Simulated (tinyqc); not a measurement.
Strain as a design knob: strained quantum well: band edges, subbands and transparency.

Growth on (001), barriers unstrained: tr(e) = e (2 - nu2), Z = b e (1 + nu2); Ec = Ev + Eg + ac tr(e), E_HH = Ev + av tr(e) + Z, E_LH = Ev + av tr(e) - Z (coupling to the split-off band left out).

Masses along z: me, 1/(g1 - 2 g2) for HH, 1/(g1 + 2 g2) for LH, likewise in the barrier; in the plane me, 1/(g1 + g2) for HH and 1/(g1 - g2) for LH (no mixing, which understates the hole masses away from k = 0). Level n solves k L + 2 atan[(k/m)/(kappa/mb)] = n pi, k = sqrt(m E/c), kappa = sqrt(mb (V - E)/c), c = hbar^2/2m0.

Transparency (Bernard-Duraffourg): Fc - Fv equals the lowest transition energy with n = p, n = sum m/(2 pi c) kB T ln(1 + exp((Fc - E)/kB T)) and p likewise over the listed subbands; c = hbar^2/2m0, 1/angstrom^2 = 1e16/cm^2.

Constants: hbar^2/2m0 = 3.80998211 eV angstrom^2; kB = 8.617333262e-05 eV/K; hc = 1239.841984 eV nm.

Inputs chosen for the exercise (near those of an InGaAs/InP well; shifted at random, so the results belong to these values and not to a real crystal):

| symbol | value | unit | meaning |
|---|---|---|---|
| nu2 | 1.019 |  | 2 C12/C11 |
| Eg | 0.593 | eV | unstrained gap of the well |
| Ev | -0.576 | eV | its valence edge |
| ac | -5.79 | eV |  |
| av | 1.05 | eV | Ev moves by av tr(e) |
| b | -1.87 | eV | shear potential |
| Egb | 1.345 | eV | gap of the barrier |
| Evb | -0.94 | eV | its valence edge |
| L | 90 | angstrom | well width |
| me | 0.0379 | m0 | electron mass |
| g1 | 15.57 |  | gamma1 |
| g2 | 6.31 |  | gamma2 |
| meb | 0.08 | m0 |  |
| g1b | 5.08 |  |  |
| g2b | 1.6 |  |  |
| T | 300 | K | temperature |
| es | (-0.02, -0.014, -0.008, -0.003, 0, 0.003, 0.007, 0.012) |  | strains |

Only the strain is changed; the unstrained gap and the masses are kept.

Results:

| e (%) | wavelength (nm) | top hole | hh1 - lh1 (meV) | n_tr (1e12/cm^2) | share in top |
|---|---|---|---|---|---|
| -2.0 | 1746 | hh1 | 183 | 0.367 | 0.71 |
| -1.4 | 1785 | hh1 | 140 | 0.369 | 0.70 |
| -0.8 | 1827 | hh1 | 96 | 0.376 | 0.67 |
| -0.3 | 1864 | hh1 | 59 | 0.400 | 0.59 |
| 0.0 | 1887 | hh1 | 37 | 0.434 | 0.49 |
| 0.7 | 1985 | lh1 | -14 | 0.523 | 0.73 |
| 1.2 | 2159 | lh1 | -50 | 0.478 | 0.91 |

Give the missing row, e (%) = 0.3.

Computed row:
```
e (%)  wavelength (nm)  top hole  hh1 - lh1 (meV)  n_tr (1e12/cm^2)  share in top
0.3               1910       hh1               16             0.494          0.36
```

n_tr is largest at e = +0.7 % (0.52), where hh1 - lh1 = -14 meV and the top subband holds 73 % of the holes, and smallest, 0.37, at -2.0 and -1.4 %. The top hole level turns from hh to lh, and the light from TE to TM, between +0.3 and +0.7 %. The wavelength runs from 1746 to 2159 nm.

(tinyqc, `OMP_NUM_THREADS=1 python tinyqc.py 1250978 1250979 out.jsonl`, Intel(R) Xeon(R) Processor @ 2.30GHz, 1 thread, shared host, about 0.01 s.)
